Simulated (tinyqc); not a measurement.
Deep-level transient spectroscopy: one step of the calculation.

Schottky contact on an n-type layer with shallow donors Nd (all ionised) and a donor-like deep trap, neutral when filled and positive when empty; depletion approximation. Traps within lam of the depletion edge stay filled. A long pulse to Vp fills the traps beyond x1 = Wp - lam; back at Vr those between x1 and x2 = Wr - lam emit. A rate window reads S = C(t2) - C(t1).

Question. Widths. lam = sqrt(2 eps0 eps_r (EF - ET)/(q Nd)), EF - ET = Et - (kB T/q) ln(Nc(T)/Nd), Nc(T) = Nc (T/300 K)^1.5. In the steady state at the band bending V, 2 eps0 eps_r V/q = Nd W^2 + Nt (W - lam)^2 (the second term only if W > lam). V = Vbi + Vr gives Wr and V = Vbi + Vp gives Wp; x1 = max(Wp - lam, 0).

Values chosen for this exercise; material values close to those of gallium arsenide:

| symbol | value | unit | meaning |
|---|---|---|---|
| eps_r | 12.7 |  | relative permittivity |
| Nc | 4.38e17 | cm^-3 | conduction-band density of states at 300 K |
| Nd | 1.3e15 | cm^-3 | shallow donor density |
| Vbi | 0.75 | V | built-in voltage |
| Et | 0.25 | eV | depth of the trap below the conduction edge |
| Nt | 2.1e13 | cm^-3 | trap density |
| Vr | 5 | V | reverse bias |
| Vp | 0 | V | reverse bias during the filling pulse |
| T | 183 | K | temperature of the transient |

Constants: q = 1.602176634e-19 C, kB = 1.380649e-23 J/K, eps0 = 8.8541878128e-14 F/cm where lengths are in cm. Results are converted to the units shown.

Find: lam; Wr; Wp; x1; x2; G = (x2^2 - x1^2)/Wr^2.

Answer.

lam = 428.33 nm
Wr = 2478.1 nm
Wp = 897.92 nm
x1 = 469.59 nm
x2 = 2049.7 nm
G = (x2^2 - x1^2)/Wr^2 = 0.64827

Numbers from tinyqc (`OMP_NUM_THREADS=1 python tinyqc.py 2050118 2050119 out.jsonl`; about 0.01 s on one thread of a shared Intel Xeon 2.30GHz).
